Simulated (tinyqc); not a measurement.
# Solid solubility of a dopant against its melt (retrograde solidus), clustering and the electrically active fraction, step by step

A worked calculation. Computed by tinyqc, a small Python program that keeps every step. Command: `OMP_NUM_THREADS=1 python tinyqc.py 3028077 3028078 out.jsonl retro walk`. One thread of a shared host (Intel(R) Xeon(R) Processor @ 2.30GHz), about 0.01 s of CPU time with the checks. Intermediate numbers are printed to about 6 digits and carried at full precision; extremes and crossings named in words are read from the listed rows.

Inputs (values chosen for the exercise, of the order of those of aluminium in silicon for the solubility): melting point of the host T_m = 1687 K; heat of melting of the host H_f = 50.2 kJ/mol; interaction L of the melt = -4.3 kJ/mol; enthalpy of transfer from melt to solid H = 0.615 eV; entropy of transfer S = -1.73 k_B; site density N0 = 5e+22 1/cm^3; temperature T = 1600 K; total dopant density N_t = 2.1e+21 1/cm^3; atoms per cluster m = 2; cluster scale N* at 1273 K = 1.9e+20 1/cm^3; activation energy E_b of the cluster scale = 0.43 eV; anneal temperature T_a = 1025 K; mobility mu = 80 cm^2/(V s).

Clustering: clusters of m atoms, electrons left out.

Constants: R = 8.314462618 J/(mol K); k_B = 8.617333262e-05 eV/K; e = 1.602176634e-19 C; N_A = 6.02214076e+23 1/mol.

## Liquidus and solidus at T

x_l and x_s are atom fractions of the dopant in melt and solid; the solid is dilute. Liquidus of the host: R T ln(1 - x_l) + L x_l^2 = -H_f (1 - T/T_m). Distribution: k = x_s/x_l = exp[L (1 - x_l)^2/(R T)] exp(S/k_B - H/(k_B T)), the first factor being the activity coefficient in the melt. Solubility = x_s N0; at T_m x_l = 0.

x_l = 0.169189

distribution coefficient k = 0.00163912

x_s = 2.77320e-04

solubility = 1.38660e+19 1/cm^3

k at the melting point = 0.00189788

k has changed by a factor 0.86 from its value at T_m, while x_l has grown from 0 to 0.169.

## The retrograde maximum

The largest x_s N0 between 900 K and T_m. For an ideal melt with constant heats the maximum has x_l = H_f/(H + H_f), H in the same units.

temperature of the maximum = 1421.50 K

largest solubility = 2.34970e+19 1/cm^3

x_l there = 0.448576

ideal-melt value H_f/(H + H_f) = 0.458286

The maximum lies 266 K below T_m: above it the melt runs out of dopant, below it k falls as exp(-H/(k_B T)).

## The solidus

The formulas are those given above.

Against temperature:
```
T (K)       x_l           k  solubility (1/cm^3)  over the maximum
1000   0.873115  0.00013983          6.10425e+18          0.259789
1100   0.799916  0.00026473          1.05881e+19          0.450613
1200   0.709340  0.00044665          1.58415e+19          0.674192
1300   0.601982  0.00068722          2.06848e+19          0.880317
1400   0.477643  0.00097947          2.33920e+19          0.995531
1500   0.334719  0.00130644          2.18645e+19          0.930523
1580   0.204427  0.00157402          1.60886e+19          0.684708
1640   0.094915  0.00176427          8.37275e+18          0.356333
1675   0.025124  0.00186554          2.34352e+18          0.099737
```

Between the first rows the Arrhenius energy of the solubility is 0.52 eV, against H = 0.615 eV; it shrinks to zero at 1421 K and turns negative beyond. A crystal saturated at the maximum precipitates dopant-rich liquid on cooling and on heating alike. Below a eutectic or compound temperature another phase would set the limit.

## Active fraction after the anneal

A highly soluble donor (another dopant than that of the solidus) is limited by clustering. Donors N_a are active, and clusters hold m atoms each: N_t = N_a + m C, m C = N* (N_a/N*)^m, with N*(T) = N*(1273 K) exp[-(E_b/k_B)(1/T - 1/1273)]. Resistivity = 1/(e mu N_a).

N*(T_a) = 7.35979e+19 1/cm^3

active density N_a = 3.58055e+20 1/cm^3

active fraction = 0.170502

resistivity = 0.217896 milliohm cm

Doubling the dose would raise N_a by only 45 %. Caution: this clustering law is a generic form; degeneracy and a doping-dependent mobility are left out.

## Active against total

A highly soluble donor (another dopant than that of the solidus) is limited by clustering. Donors N_a are active, and clusters hold m atoms each: N_t = N_a + m C, m C = N* (N_a/N*)^m, with N*(T) = N*(1273 K) exp[-(E_b/k_B)(1/T - 1/1273)].

Active density (1/cm^3):
```
N_t (1/cm^3)   N_a at T_a  fraction  N_a at T_a + 150 K  N_a at T_a - 150 K
1.00e+19      8.91912e+18  0.891912         9.36052e+18         7.99777e+18
3.00e+19      2.28844e+19  0.762813         2.53207e+19         1.88626e+19
1.00e+20      5.65496e+19  0.565496         6.71199e+19         4.27617e+19
2.00e+20      8.99833e+19  0.449917         1.10647e+20         6.55402e+19
5.00e+20      1.58529e+20  0.317059         2.02049e+20         1.11417e+20
1.00e+21      2.36975e+20  0.236975         3.07935e+20         1.63475e+20
2.00e+21      3.48623e+20  0.174311         4.59436e+20         2.37301e+20
5.00e+21      5.70938e+20  0.114188         7.62017e+20         3.84011e+20
```

The exponent d ln N_a/d ln N_t falls from 0.86 to 0.54, towards 1/m = 0.500. At the highest dose a 150 K hotter anneal gives 1.33 times the active density, and a later step 150 K cooler would cut it to 0.67 if it ran to equilibrium: short hot anneals come last. For ionised donors far above n_i the electrons enter the mass action too and halve the limiting exponent.

Checks made by the program: the ideal-melt maximum (relative difference 9e-09).
